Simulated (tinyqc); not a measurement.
Worked calculation: Hueckel theory of the pi electrons, for the molecule Nc1cccc[cH+]c1 (SMILES; centres numbered as the heavy atoms are written). Computed by tinyqc, a small Python program that keeps every step. Settings: charge = 1. Command: `OMP_NUM_THREADS=1 python tinyqc.py 20832 20833 out.jsonl` (the two numbers bound the seeds that draw the settings). One thread of a shared host (Intel(R) Xeon(R) Processor @ 2.60GHz), about 0.01 s of CPU time with the checks.

## The Hueckel matrix

Centres:
```
centre  z_r, pi electrons of the neutral centre       h
1N                                            2  1.5000
2C                                            1  0.0000
3C                                            1  0.0000
4C                                            1  0.0000
5C                                            1  0.0000
6C                                            1  0.0000
7C                                            1  0.0000
8C                                            1  0.0000
```

Bonds:
```
i  j       k
1  2  0.8000
2  3       1
3  4       1
4  5       1
5  6       1
6  7       1
7  8       1
8  2       1
```

H_rr = alpha + h_r beta, H_rs = k_rs beta for bonded centres.

Hueckel matrix in units of beta (H = alpha + beta A):
```
        1N      2C      3C      4C      5C      6C      7C      8C
1N  1.5000  0.8000  0.0000  0.0000  0.0000  0.0000  0.0000  0.0000
2C  0.8000  0.0000  1.0000  0.0000  0.0000  0.0000  0.0000  1.0000
3C  0.0000  1.0000  0.0000  1.0000  0.0000  0.0000  0.0000  0.0000
4C  0.0000  0.0000  1.0000  0.0000  1.0000  0.0000  0.0000  0.0000
5C  0.0000  0.0000  0.0000  1.0000  0.0000  1.0000  0.0000  0.0000
6C  0.0000  0.0000  0.0000  0.0000  1.0000  0.0000  1.0000  0.0000
7C  0.0000  0.0000  0.0000  0.0000  0.0000  1.0000  0.0000  1.0000
8C  0.0000  1.0000  0.0000  0.0000  0.0000  0.0000  1.0000  0.0000
```

## Orbitals

pi electrons, sum of z_r less the charge = 8

Diagonalise; E = alpha + x beta with beta < 0, so the largest x are filled first; degenerate levels share their electrons. P = sum n_i c_ri c_si; each orbital has its largest coefficient positive (the first on a tie).

x values: 2.2192  1.7122  1.2470  0.9633  -0.4450  -0.5347  -1.8019  -1.8600

occupations: 2.0000  2.0000  2.0000  2.0000  0.0000  0.0000  0.0000  0.0000

coefficients:
```
       MO1      MO2      MO3      MO4      MO5      MO6      MO7      MO8
1N  0.5650   0.5771   0.0000   0.5366   0.0000  -0.2043   0.0000  -0.1344
2C  0.5079   0.1531   0.0000  -0.3600   0.0000   0.5197   0.0000   0.5647
3C  0.3376  -0.0998   0.4179  -0.3880   0.5211  -0.0572   0.2319  -0.4714
4C  0.2413  -0.3239   0.5211  -0.0138  -0.2319  -0.4891  -0.4179   0.3121
5C  0.1979  -0.4548   0.2319   0.3748  -0.4179   0.3187   0.5211  -0.1091
6C  0.1979  -0.4548  -0.2319   0.3748   0.4179   0.3187  -0.5211  -0.1091
7C  0.2413  -0.3239  -0.5211  -0.0138   0.2319  -0.4891   0.4179   0.3121
8C  0.3376  -0.0998  -0.4179  -0.3880  -0.5211  -0.0572  -0.2319  -0.4714
```

charge and bond-order matrix P:
```
         1N       2C       3C       4C       5C       6C       7C       8C
1N   1.8803   0.3642  -0.1501  -0.1160   0.1009   0.1009  -0.1160  -0.1501
2C   0.3642   0.8221   0.5918   0.1559  -0.2080  -0.2080   0.1559   0.5918
3C  -0.1501   0.5918   0.8983   0.6738   0.1274  -0.2603  -0.1973   0.1997
4C  -0.1160   0.1559   0.6738   0.8699   0.6216   0.1382  -0.2164  -0.1973
5C   0.1009  -0.2080   0.1274   0.6216   0.8806   0.6655   0.1382  -0.2603
6C   0.1009  -0.2080  -0.2603   0.1382   0.6655   0.8806   0.6216   0.1274
7C  -0.1160   0.1559  -0.1973  -0.2164   0.1382   0.6216   0.8699   0.6738
8C  -0.1501   0.5918   0.1997  -0.1973  -0.2603   0.1274   0.6738   0.8983
```

## Energy, charges, bond orders

E = sum n x; q_r = z_r - P_rr; bond order p = P_rs; free valence = sqrt(3) - sum of p over the bonds of the atom.

pi energy = 8 alpha + this times beta = 12.2833

pi charges: 1N 0.1197, 2C 0.1779, 3C 0.1017, 4C 0.1301, 5C 0.1194, 6C 0.1194, 7C 0.1301, 8C 0.1017

Bond orders and lengths from R = 1.517 - 0.180 p (angstrom, C-C alone):
```
bond       p       R
1-2   0.3642       -
2-3   0.5918  1.4105
3-4   0.6738  1.3957
4-5   0.6216  1.4051
5-6   0.6655  1.3972
6-7   0.6216  1.4051
7-8   0.6738  1.3957
8-2   0.5918  1.4105
```

free valence of the carbons: 2C 0.1842, 3C 0.4664, 4C 0.4366, 5C 0.4450, 6C 0.4450, 7C 0.4366, 8C 0.4664

gap between the highest filled and the next level = 1.4083 |beta|
